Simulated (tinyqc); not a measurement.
Worked calculation: localisation in a chain with random site energies (transfer matrices). Values are carried at full precision from step to step, so a last printed digit may differ when a step is redone from the rounded ones.

Hopping -t; leads with site energy 0, E = -2t cos(ka). psi_(j+1) = ((e_j - E)/t) psi_j - psi_(j-1), a product of matrices M_j = [[(e_j - E)/t, -1], [1, 0]]. For M = M_N ... M_1 the transmission is T = 4 sin^2(ka)/|M21 - M12 + M22 exp(ika) - M11 exp(-ika)|^2. Long samples draw e_j = W (x_j/2147483647 - 1/2) from x_j = 16807 x_(j-1) mod 2147483647, starting at x0. The localisation length xi, in sites, is defined by ln T = -2N/xi on average; weak disorder gives xi = 24 (4t^2 - E^2)/W^2, and the mean free path for backscattering is xi/2.

Values chosen for the exercise: t = 0.75 eV (hopping); E = -1.15 eV (energy); e = (-0.52, 0.05, -0.49, 0.03, -0.23, 0.34, 0.7, -0.49, -0.25) eV (site energies of the short sample); W = 1.71 eV (full width of the disorder); a = 2.8 angstrom (spacing).

## The product of transfer matrices

Multiply site by site and give T for each length.

Running product:
```
j  (e_j - E)/t      M11      M12      M21      M22       T
1       0.8400   0.8400  -1.0000   1.0000   0.0000  0.7743
2       1.6000   0.3440  -1.6000   0.8400  -1.0000  0.7618
3       0.8800  -0.5373  -0.4080   0.3440  -1.6000  0.8738
4       1.5733  -1.1893   0.9581  -0.5373  -0.4080  0.8888
5       1.2267  -0.9216   1.5832  -1.1893   0.9581  0.9298
6       1.9867  -0.6416   2.1873  -0.9216   1.5832  0.7063
7       2.4667  -0.6611   3.8121  -0.6416   2.1873  0.2697
8       0.8800   0.0599   1.1673  -0.6611   3.8121  0.2265
9       1.2000   0.7329  -2.4113   0.0599   1.1673  0.1763
```

T is 0.1763 for the whole sample and does not fall steadily (it rises at j = 3, 4 and 5): reflected waves interfere. The determinant of M stays 1.

## The same sites added without interference

One site alone reflects R_j = e_j^2/(e_j^2 + 4t^2 - E^2); incoherent addition sums R/(1 - R), and T = 1/(1 + sum).

R_j: [0.2257, 0.0027, 0.2056, 0.0010, 0.0540, 0.1108, 0.3457, 0.2056, 0.0631]

sum of R/(1 - R) = 1.5903
T without interference = 0.3861

The coherent product gives 0.1763 for this sample.

## Weak-disorder lengths

Form ka, xi, xi a and the mean free path xi a/2.

ka = 0.6972 rad
xi = 7.61 sites

lengths (nm): localisation 2.132, mean free path 1.066

The formula needs xi well above one site; at 7.6 it is only a guide.

## Checks

- T from the product against the Green function: both 0.17631.

Run: tinyqc, `OMP_NUM_THREADS=1 python tinyqc.py 1452606 1452607 out.jsonl`; Intel(R) Xeon(R) Processor @ 2.30GHz, one thread, shared host; about 0.04 s of CPU time with all checks.
